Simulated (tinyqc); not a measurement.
Long-channel MOSFET, surface-potential model: one step of the calculation.

n-channel transistor on a uniformly doped p-type body, gradual-channel approximation, constant mobility, Boltzmann statistics, full ionisation. Potentials are counted from the neutral body; V is the electron quasi-Fermi potential, Vsb at the source and Vsb + Vds at the drain. Charges are magnitudes per area.

Task. Pao-Sah current by Simpson's rule. I = mu (W/L) integral of Qi dV; Simpson's rule on the 11 points, step Vds/10, weights 1, 4, 2, ..., 4, 1 times step/3.

Inputs (values chosen for the exercise); material values close to those of 4H silicon carbide: channel mobility mu = 490 cm^2/(V s); gate width W = 1 um; gate length L = 0.5 um; drain-source voltage Vds = 0.2 V.

Qi, Pao-Sah, point 0 to 10 (nC/cm^2): 9.2004865  7.0110666  5.0598903  3.4091582  2.1161753  1.2037701  0.63309840  0.31425867  0.15053347  0.070730732  0.032915093

Find: Pao-Sah current.

Result.

Pao-Sah current = 0.4782 uA

Gauss-Legendre quadrature on many points gives 0.4782 uA, so this value is within 0.01 % of it; the charge-sheet current, 0.4751 uA, is 0.64 % below it.

Numbers from tinyqc (`OMP_NUM_THREADS=1 python tinyqc.py 2360022 2360023 out.jsonl`; about 0.03 s on one thread of a shared Intel Xeon 2.30GHz).
